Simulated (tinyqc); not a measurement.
Thermal resistances of a two-die stack.

Inverse problem. Heat leaves through the lower die only, and the system is linear. Find the resistance R1 from the lower die to the coolant, R2 between the dies, and the rise of the upper die when both are powered.

Inputs (values chosen for the exercise):

| symbol | value | unit | meaning |
|---|---|---|---|
| P1 | 15 | W | power of the lower die |
| P2 | 9.2 | W | power of the upper die |

rises of the lower and upper die with only the lower one powered (K): [12.45, 12.45]
rises of the lower and upper die with only the upper one powered (K): [7.636, 10.304000]

Answer. With only the lower die powered no heat crosses R2, so both dies rise by P1 R1; the difference in the second test is P2 R2; rises add.

R1 = 0.830 K/W
R2 = 0.290 K/W
rise of the upper die = 22.8 K

Computed by the program tinyqc: `OMP_NUM_THREADS=1 python tinyqc.py 2162234 2162235 out.jsonl`, one thread of a shared Intel Xeon 2.30GHz, about 0.03 s for the whole run.
